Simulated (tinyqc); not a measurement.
Grain-boundary trapping model (Seto) of a polycrystalline semiconductor film: one step, computed by the program tinyqc. Command: `OMP_NUM_THREADS=1 python tinyqc.py 3030260 3030261 out.jsonl poly walk`. One thread of a shared host (Intel(R) Xeon(R) Processor @ 2.30GHz), about 0.01 s of CPU time with the checks.

Grains of equal size L are joined by thin boundaries with one trap level. Trapped carriers deplete a width W on each side and raise a barrier, crossed by thermionic emission. Dopants are fully ionised, statistics are non-degenerate and mu_g does not depend on T.

Problem. Barrier. N_c(T) = N_c (T/300 K)^(3/2). Filled traps Q = Q_t/(1 + (1/2) exp((E_t* - E_F)/k_B T)), where E_t* = e V_B - E_t and E_F are counted from the band edge at the grain centre. Partial depletion: Q = 2 N W, V_B = e N W^2/(2 eps eps_0), E_F = k_B T ln(N/N_c); solve for W. If that W would exceed L/2 the grain is fully depleted: W = L/2, Q = N L, and E_F follows from the trap equation. Centre density n_0 = N_c exp(E_F/k_B T).

Inputs (values chosen for the exercise, modelled on polycrystalline SiGe):
```
quantity                                     value    unit
permittivity eps                              13.5       -
effective density of states at 300 K, N_c  1.5e+19  1/cm^3
grain size L                                    15      nm
trap density Q_t                           1.7e+12  1/cm^2
trap level E_t below the band edge            0.52      eV
doping N                                   1.1e+18  1/cm^3
temperature T                                  350       K
```

Grain interior: neglected.

Constants: k_B = 8.617333262e-05 eV/K; e = 1.602176634e-19 C; eps_0 = 8.8541878128e-12 F/m.

Give: depletion width W; barrier V_B; E_F; centre density n_0.

Solution.

depletion width W = 7.5 nm

barrier V_B = 0.04147 V

E_F = -0.3940 eV

centre density n_0 = 4.013e+13 1/cm^3

The grain is fully depleted, and n_0 is 3.65e-5 of N.
